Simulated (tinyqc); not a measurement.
Inside a calculation. Method: Ewald sum of point charges, zinc blende, strained along z by a factor 0.88, lattice. Computed by tinyqc, a small Python program that keeps every step. Command: `OMP_NUM_THREADS=1 python tinyqc.py 29581 29582 out.jsonl` (the two numbers bound the seeds that draw the settings). One thread of a shared host (Intel(R) Xeon(R) Processor @ 2.60GHz), about 0.04 s of CPU time with the checks.

## Ewald sum with eta = 0.483 1/bohr

cell vectors (rows) (bohr):
```
,1,2,3
1,0.000000,3.960000,3.485000
2,3.960000,0.000000,3.485000
3,3.960000,3.960000,0.000000
```

Charges:
```
q,f1,f2,f3
2.000000,0.000000,0.000000,0.000000
-2.000000,0.250000,0.250000,0.250000
```

Real space: 1/2 sum q_i q_j erfc(eta r)/r over all images with r > 0; reciprocal space: (2 pi/V) sum_(G != 0) exp(-G^2/4 eta^2)/G^2 |S(G)|^2 with S(G) = sum q exp(i G.r); self term -eta/sqrt(pi) sum q^2; background -pi Q^2/(2 V eta^2), Q the total charge.

Real-space shells (first ones):
```
r (bohr),pairs,sum (hartree)
3.298046,8,-0.117757
5.275114,16,0.001906
5.600286,8,0.000373
5.930224,8,-0.000138
6.499254,16,-0.000044
6.970000,4,2.21e-06
7.920000,8,1.27e-07
8.156639,16,-9.91e-08
8.579249,8,-8.62e-09
8.941146,16,3.62e-09
9.151418,8,-7.13e-10
9.515946,32,5.40e-10
```

Reciprocal shells (first ones that count):
```
G^2 (1/bohr^2),vectors,sum (hartree)
2.071382,8,0.192951
2.517499,4,0.098427
3.250530,2,0.017376
7.106381,16,0.000510
8.285529,8,0.000124
8.572442,8,0.000044
12.141379,8,6.77e-07
12.587497,8,8.10e-07
13.320527,8,3.49e-07
13.607441,16,2.51e-07
15.519619,8,2.84e-08
17.176378,16,4.34e-09
```

## The total does not depend on eta

The same sums for other eta.

Totals (hartree per cell):
```
eta,real,reciprocal,self,background,total
0.483000,-0.115658,0.309434,-2.180029,0.000000,-1.98625257
0.593000,-0.027480,0.717743,-2.676515,0.000000,-1.98625257
0.851000,-0.000350,1.855100,-3.841003,0.000000,-1.98625257
```

shortest distance = 3.298046 bohr

Madelung constant -E d / (formula units |q+ q-|) = 1.637688
